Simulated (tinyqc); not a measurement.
# Undoped gate-all-around wire MOSFET, analytic charge model: two studies

An undoped round wire of radius R under an insulator shell and a surrounding gate; long channel, electrons only, n = ni exp((psi - V)/Vt) with V the quasi-Fermi potential (0 at the source, Vd at the drain), constant mobility, no quantisation. The radial Poisson equation gives n(r) = n(0)/(1 - (1 - b) r^2/R^2)^2 with b = Q0/(Q + Q0). Q is the electron charge per area of the wire surface.

Values chosen for this exercise; material values those of a made-up semiconductor: temperature T = 325 K; band gap Eg = 1.3 eV; relative permittivity of the semiconductor eps_r = 13.4; conduction-band density of states at T Nc = 2.51e19 cm^-3; valence-band density of states at T Nv = 3.04e19 cm^-3; relative permittivity of the gate insulator eox = 21.8; insulator thickness tox = 13 nm; wire radius R = 15 nm; gate work function less that of the intrinsic body dphi = 0.15 V; channel mobility mu = 480 cm^2/(V s); gate length L = 1 um; drain voltage Vd = 0.8 V.

Constants: q = 1.602176634e-19 C, kB = 1.380649e-23 J/K, Vt = kB T/q, eps0 = 8.8541878128e-14 F/cm where lengths are in cm. Results are converted to the units shown.

Each table varies one quantity; the others keep the values above.

## Effect of the wire radius

ni = sqrt(Nc Nv) exp(-Eg/(2 Vt)), Eg in volts; Cox = eps0 eox/(R ln(1 + tox/R)); Q0 = 4 eps0 eps_r Vt/R; V0 = dphi + Vt ln[8 eps0 eps_r Vt/(q ni R^2)]. Q solves Vg - V0 - V = Q/Cox + Vt ln(Q/Q0) + Vt ln(1 + Q/Q0). I = mu (2 pi R/L)[2 Vt (Qs - Qd) + (Qs^2 - Qd^2)/(2 Cox) + Vt Q0 ln((Qd + Q0)/(Qs + Q0))], with Qs at V = 0 and Qd at V = Vd.  I(low) is taken at Vg = 0.45 V, Qs and I(high) at Vg = 1.2 V.

Effect of the wire radius:

| R (nm) | V0 (V) | I(low) (nA) | Qs(high) (nC/cm^2) | I(high) (uA) |
|---|---|---|---|---|
| 5 | 0.76006 | 0.0017462 | 1071.8 | 3.5979 |
| 7 | 0.74121 | 0.0034226 | 954.16 | 4.5855 |
| 9.8 | 0.72237 | 0.0067080 | 862.84 | 5.9209 |
| 14 | 0.70239 | 0.013689 | 788.94 | 7.8749 |
| 19 | 0.68528 | 0.025210 | 740.58 | 10.166 |
| 27 | 0.66560 | 0.050899 | 698.32 | 13.796 |
| 38 | 0.64646 | 0.10079 | 667.92 | 18.759 |

Read the table: what changes, and by how much?

As R goes from 5 to 38 nm, I(low) rises from 0.00175 to 0.101 nA and I(high) rises from 3.60 to 18.8 uA. On average I(low) goes as R^(2.00) and I(high) goes as R^(0.81). Below threshold the charge is proportional to the cross-section of the body; above it the insulator sets the charge. In every row the surface density at the source at the higher gate voltage passes 0.3 Nc, where Boltzmann statistics fail. At R = 5 nm the body is thin enough for quantum confinement, left out here, to raise the threshold.

## Effect of the gate work function less that of the intrinsic body

Same model as above.

Results:

| dphi (V) | V0 (V) | I(low) (nA) | Qs(high) (nC/cm^2) | I(high) (uA) |
|---|---|---|---|---|
| 0 | 0.5485 | 3.214 | 1053 | 14.54 |
| 0.05 | 0.5985 | 0.5551 | 959.8 | 12.26 |
| 0.1 | 0.6485 | 0.09359 | 867.9 | 10.20 |
| 0.15 | 0.6985 | 0.01571 | 776.9 | 8.335 |
| 0.25 | 0.7985 | 4.422e-4 | 599.1 | 5.225 |
| 0.3 | 0.8485 | 7.418e-5 | 512.7 | 3.968 |

Estimate the missing row, dphi = 0.2 V.

Computed row:

| dphi (V) | V0 (V) | I(low) (nA) | Qs(high) (nC/cm^2) | I(high) (uA) |
|---|---|---|---|---|
| 0.2 | 0.7485 | 0.002636 | 687.2 | 6.680 |

With this row back in the table: As dphi goes from 0 to 0.3 V, I(low) falls from 3.21 to 7.42e-5 nA and I(high) falls from 14.5 to 3.97 uA. V0 rises from 0.549 to 0.849 V. In every row the surface density at the source at the higher gate voltage passes 0.3 Nc, where Boltzmann statistics fail. At dphi = 0 V mu V/L at the higher gate voltage, with V the smaller of Vd and Vg - V0, passes 3e6 cm/s, so velocity saturation would lower the current.

tinyqc, about 0.02 s, one thread, Intel Xeon 2.30GHz (shared host): `OMP_NUM_THREADS=1 python tinyqc.py 2460071 2460072 out.jsonl`
